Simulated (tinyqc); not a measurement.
# n-type polysilicon, carrier trapping at grain boundaries: two studies

One-dimensional grains of size Lg, uniform ionised doping N, monovalent traps Qt at each boundary at a depth Et below (for electrons) or above (for holes) the band edge there, abrupt depletion of width W on each side of a boundary, Boltzmann statistics. xi is the distance from the band edge at the grain centre to the Fermi level. Trapped charge Qt/(1 + exp((xi + VB - Et)/Vt)) = 2 N W, barrier VB = q N W^2/(2 eps0 eps_r).

Parameters, values chosen for the exercise; values of the order met in polycrystalline silicon: temperature T = 350 K; relative permittivity eps_r = 11.7; conduction-band density of states at T NB = 3.53e19 cm^-3; grain size Lg = 78 nm; trap density of a grain boundary Qt = 5.6e11 cm^-2; depth of the trap level from the majority band edge at the boundary Et = 0.46 eV; mass for thermionic emission ms = 0.27 m0; correction factor of the emission rate fe = 0.25; mobility inside the grains mug = 120 cm^2/(V s); doping N = 2.9e17 cm^-3.

Constants: q = 1.602176634e-19 C, kB = 1.380649e-23 J/K, m0 = 9.1093837015e-31 kg, Vt = kB T/q, eps0 = 8.8541878128e-14 F/cm where lengths are in cm. Results are converted to the units shown.

Each table varies one quantity; the others keep the values above.

## Effect of the doping

If the trap equation with xi = Vt ln(NB/N) has a root W < Lg/2, the grain is partly depleted; otherwise W = Lg/2 and the trap equation gives xi = Et - VB + Vt ln(Qt/(N Lg) - 1). N* = Qt/Lg. n0 = NB exp(-xi/Vt); mean density n0 (1 - 2 W/Lg) by charge balance in a partly depleted grain, and n0 (sqrt(pi)/2) erf(u)/u with u = sqrt(VB/Vt) in a fully depleted one; v = sqrt(kB T/(2 pi ms m0)); barrier resistivity Vt exp(VB/Vt)/(q fe n0 v Lg); grain resistivity (1 - 2 W/Lg)/(q n0 mug); effective mobility 1/(q mean density total resistivity). Rows with xi above 0.45 V, towards mid-gap, are left out, since the other carrier type is ignored.

Result of one run:
```
N (cm^-3),N/N*,depleted share 2 W/Lg,VB (V),xi (V),mean density (cm^-3),resistivity (ohm cm),effective mobility (cm^2/(V s))
1.5e17,2.089,0.4785,0.04040,0.1647,7.822e16,0.6201,128.7
```

What becomes of these results when the doping N is changed from 1.5e17 to 3.3e16 cm^-3, all else the same?

Result of the changed run:
```
N (cm^-3),N/N*,depleted share 2 W/Lg,VB (V),xi (V),mean density (cm^-3),resistivity (ohm cm),effective mobility (cm^2/(V s))
3.3e16,0.4596,1.000,0.03881,0.4261,1.801e13,2417,143.4
```

The whole series:
```
N (cm^-3),N/N*,depleted share 2 W/Lg,VB (V),xi (V),mean density (cm^-3),resistivity (ohm cm),effective mobility (cm^2/(V s))
3.3e16,0.4596,1.000,0.03881,0.4261,1.801e13,2417,143.4
7e16,0.9750,1.000,0.08233,0.2672,2.640e15,52.72,44.84
1.5e17,2.089,0.4785,0.04040,0.1647,7.822e16,0.6201,128.7
3.1e17,4.318,0.2316,0.01955,0.1428,2.382e17,0.2354,111.3
6.5e17,9.054,0.1105,0.009327,0.1205,5.782e17,0.1074,100.5
1.4e18,19.50,0.05128,0.004330,0.09734,1.328e18,0.04948,94.97
2.9e18,40.39,0.02476,0.002091,0.07538,2.828e18,0.02387,92.45
```

As N goes from 3.3e16 to 2.9e18, VB goes from 0.0388 through a maximum of 0.0823 (at N = 7e16 among the rows listed) to 0.00209 V, the resistivity falls from 2420 to 0.0239 ohm cm and the effective mobility moves up and down between 44.8 and 143 cm^2/(V s). The steepest fall of the resistivity among the rows, as N^(-5.8), lies between N = 7e16 and 1.5e17 cm^-3; N* = 7.18e16 cm^-3. While the grain is fully depleted VB grows as N; once the traps are full it falls as 1/N. For N = 2.9e18 xi is under 2.5 Vt, where Boltzmann statistics begin to fail. For N = 3.1e17, 6.5e17, 1.4e18, 2.9e18 VB is below Vt, where abrupt depletion and thermionic emission are rough. For N = 3.3e16, 1.5e17 the effective mobility exceeds mug, since drift through the depleted part of the grain is left out.

## Effect of the trap density of a grain boundary

Same model as above.

N* = Qt/Lg.

Result of one run:
```
Qt (cm^-2),N/N*,depleted share 2 W/Lg,VB (V),xi (V),mean density (cm^-3),resistivity (ohm cm),effective mobility (cm^2/(V s))
2e11,11.31,0.08841,0.002666,0.1448,2.644e17,0.2285,103.3
```

What becomes of these results when the trap density of a grain boundary Qt is changed from 2e11 to 1.6e12 cm^-2, all else the same?

Result of the changed run:
```
Qt (cm^-2),N/N*,depleted share 2 W/Lg,VB (V),xi (V),mean density (cm^-3),resistivity (ohm cm),effective mobility (cm^2/(V s))
1.6e12,1.414,0.7020,0.1681,0.1448,8.642e16,15.72,4.593
```

The whole series:
```
Qt (cm^-2),N/N*,depleted share 2 W/Lg,VB (V),xi (V),mean density (cm^-3),resistivity (ohm cm),effective mobility (cm^2/(V s))
2e11,11.31,0.08841,0.002666,0.1448,2.644e17,0.2285,103.3
3.4e11,6.653,0.1503,0.007706,0.1448,2.464e17,0.2293,110.5
5.7e11,3.968,0.2520,0.02166,0.1448,2.169e17,0.2562,112.3
9.7e11,2.332,0.4287,0.06269,0.1448,1.657e17,0.5783,65.14
1.6e12,1.414,0.7020,0.1681,0.1448,8.642e16,15.72,4.593
2.8e12,0.8079,0.9126,0.2841,0.1448,2.535e16,732.9,0.3359
4.7e12,0.4813,0.9676,0.3193,0.1448,9.406e15,2359,0.2812
8e12,0.2828,1.000,0.3411,0.1470,7.115e16,5216,0.01682
```

As Qt goes from 2e11 to 8e12, VB rises from 0.00267 to 0.341 V, the resistivity rises from 0.229 to 5220 ohm cm and the effective mobility goes from 103 through a maximum of 112 (at Qt = 5.7e11 among the rows listed) to 0.0168 cm^2/(V s). For Qt = 2e11, 3.4e11, 5.7e11 VB is below Vt, where abrupt depletion and thermionic emission are rough. For Qt = 1.6e12, 2.8e12, 4.7e12, 8e12 the grain is near the changeover between partial and full depletion, within a few Debye lengths, where both limits are rough.

Program tinyqc, `OMP_NUM_THREADS=1 python tinyqc.py 2830152 2830153 out.jsonl`; Intel Xeon 2.30GHz, shared host, one thread, about 0.01 s.
